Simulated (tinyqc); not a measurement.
Doping the contact: Schottky barrier with interface states (Cowley-Sze model), image lowering and contact resistance. Computed by tinyqc, a small Python program. Command: `OMP_NUM_THREADS=1 python tinyqc.py 3008659 3008660 out.jsonl pinning walk`. One thread of a shared host (Intel(R) Xeon(R) Processor @ 2.30GHz), about 0.01 s of CPU time with the checks.

An n-type semiconductor under a metal. The barrier lies between the Schottky-Mott limit phi_M - chi and the Bardeen limit E_g - E_n, E_n being the neutrality level of the interface states; the space-charge term of the full Cowley-Sze expression is left out.

Inputs (values chosen for the exercise, with gap, mass and screening modelled on 4H-SiC):
```
quantity,value,unit
gap E_g,3.27,eV
electron affinity chi,3.71,eV
metal work function phi_M,4.69,eV
neutrality level E_n above the valence band,2.05,eV
optical dielectric constant eps_opt,6.46,-
dielectric constant eps_s,9.31,-
electron mass m_e,0.402,m_0
valleys M_c,3,-
temperature T,300,K
```

Pinning factor from: Moench relation.

Constants: k_B = 8.617333262e-05 eV/K; hbar = 1.054571817e-34 J s; m_0 = 9.1093837015e-31 kg; eps_0 = 8.8541878128e-12 F/m; e = 1.602176634e-19 C; k_B = 1.380649e-23 J/K; h = 6.62607015e-34 J s.

Method:
- S = 1/(1 + 0.1 (eps_opt - 1)^2), an empirical relation for metal-induced gap states.
- phi_B = S (phi_M - chi) + (1 - S)(E_g - E_n); the hole barrier is E_g - phi_B.
- A* = 4 pi e m_e M_c k_B^2/h^3 (a simple valley count); J_s = A* T^2 exp(-phi/k_B T).
- E_00 = (e hbar/2) sqrt(N/(m_e eps_s eps_0)), E_0 = E_00 coth(E_00/k_B T); scaling form of the contact resistivity rho_c = (k_B/(e A* T)) exp(phi_B/E_0), which is the thermionic result when E_00 << k_B T and keeps only the leading exponential of tunnelling when E_00 >> k_B T; image lowering is left out of it.
- Regimes: thermionic below E_00/k_B T = 0.5, field emission above 5.

barrier phi_B = 1.15972 eV

Against doping:
```
N (cm^-3),1e10/sqrt(N),E_00/k_B T,rho_c (ohm cm^2),regime
1.00e+16,1.0000e+02,3.7123e-02,5.8955e+10,thermionic emission
1.00e+17,3.1623e+01,1.1739e-01,4.9030e+10,thermionic emission
1.00e+18,1.0000e+01,3.7123e-01,8.5354e+09,thermionic emission
3.00e+18,5.7735e+00,6.4299e-01,2.9848e+08,thermionic-field emission
1.00e+19,3.1623e+00,1.1739e+00,9.9400e+04,thermionic-field emission
3.00e+19,1.8257e+00,2.0333e+00,3.5960e+00,thermionic-field emission
1.00e+20,1.0000e+00,3.7123e+00,3.4584e-04,thermionic-field emission
3.00e+20,5.7735e-01,6.4299e+00,2.1234e-06,field emission
1.00e+21,3.1623e-01,1.1739e+01,9.0505e-08,field emission
```

Even over the thermionic rows rho_c falls by a factor 6.9, since the barrier is many E_0 high, and then it falls faster, by 17.8 decades in all; in field emission ln rho_c is linear in 1/sqrt(N). It passes below 1e-7 ohm cm^2 at N = 1e21 cm^-3 of those listed.
